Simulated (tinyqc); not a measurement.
Slow cooling against a quench: self-consistent Fermi level with native defects, at growth and after a quench. Computed by tinyqc, a small Python program. Command: `OMP_NUM_THREADS=1 python tinyqc.py 3019139 3019140 out.jsonl scfermi walk`. One thread of a shared host (Intel(R) Xeon(R) Processor @ 2.30GHz), about 0.07 s of CPU time with the checks.

Energies are counted from the top of the valence band (VBM); when the gap shrinks with temperature the conduction band moves and the levels stay. The added dopant is taken as fully ionised. D and A draw on one reservoir with opposite signs, as the two vacancies of a compound do.

Inputs (values chosen for the exercise, with bands modelled on InP):
```
quantity                                value   unit
gap E_g at 300 K                         1.33     eV
slope -dE_g/dT above 300 K            0.00029   eV/K
electron mass m_e                       0.076    m_0
valleys M_c                                 1      -
hole mass m_h                           0.624    m_0
E_f of the neutral native donor D       1.499     eV
E_f of the neutral native acceptor A    2.578     eV
shift s of the chemical potential       -0.27     eV
site density N_s                      4.7e+22  cm^-3
dopant density N_X                    1.4e+18  cm^-3
growth temperature T_g                   1080      K
temperature of use T                      300      K
```

Added shallow dopant: donor.

levels of D above the VBM, most positive state first (eV): 0.571  0.907  0.913

levels of A above the VBM, (0/-1) first (eV): 0.402  0.51

Constants: m_0 = 9.1093837015e-31 kg; k_B = 1.380649e-23 J/K; h = 6.62607015e-34 J s; k_B = 8.617333262e-05 eV/K.

Method:
- E_f(D, 0) = input + s and E_f(A, 0) = input - s; E_f(q, E_F = 0) follows from the levels, eps(q/q-1) = E_f(q - 1) - E_f(q) at E_F = 0.
- E_g(T) = E_g - slope x max(0, T - 300 K).
- N_c = 2 M_c (2 pi m_e k_B T/h^2)^(3/2) and N_v = 2 (2 pi m_h k_B T/h^2)^(3/2), masses in units of m_0.
- At growth T = T_g.
- n = N_c F_1/2((E_F - E_g)/k_B T), p = N_v F_1/2(-E_F/k_B T).
- F_1/2(eta) = (2/sqrt(pi)) int_0^infinity sqrt(x)/(1 + exp(x - eta)) dx, by the trapezoid rule in t = sqrt(x) with step 0.02 up to t = 12 (for eta < -12 by exp(eta) - exp(2 eta)/2^(3/2)).
- In equilibrium c_q = N_s exp(-(E_f(q, 0) + q E_F)/k_B T).
- Net charge = p - n + sum q c_q + N_X; the log ratio is ln(positive charge/negative charge).
- E_F is the root of the log ratio, by 50 bisections between -0.5 eV and E_g + 0.5 eV.
- After a quench the totals of D and A stay as grown, and each is shared among its charge states with weights exp(-(E_f(q, 0) + q E_F)/k_B T).
- Each E_F by bisection; full equilibrium lets the defects form and vanish at every T.

E_f(q, E_F = 0) (eV): D(+3) -1.162, D(+2) -0.591, D(+1) 0.316, D(0) 1.229, A(0) 2.848, A(-1) 3.250, A(-2) 3.760

total D = 1.17049e+17 cm^-3

total A = 5.70413e+14 cm^-3

Two histories (densities in cm^-3):
```
T (K)  E_F, equilibrium (eV)           n           p  all defects  E_F, frozen (eV)   n, frozen   p, frozen
920                   1.1084  1.4006e+18  5.6282e+13   9.6655e+15            1.1090  1.4094e+18  5.5870e+13
770                   1.1799  1.3999e+18  9.6301e+11   4.6463e+14            1.1800  1.4010e+18  9.6214e+11
610                   1.2525  1.4000e+18  1.6098e+09   5.3119e+12            1.2524  1.3990e+18  1.6112e+09
460                   1.3163  1.4000e+18  8.9017e+04   2.2507e+10            1.3162  1.3989e+18  8.9123e+04
300                   1.3788  1.4000e+18  8.4968e-05   6.8098e+05            1.3788  1.3989e+18  8.5098e-05
```

What follows from these numbers?

At 300 K equilibrium would leave 681000 defects per cm^3 against 1.18e17 frozen in, and E_F is the same within 1 meV. The majority density of the quenched sample is 1.00 times the equilibrium one. Real samples lie between, set by the temperature at which diffusion stops.
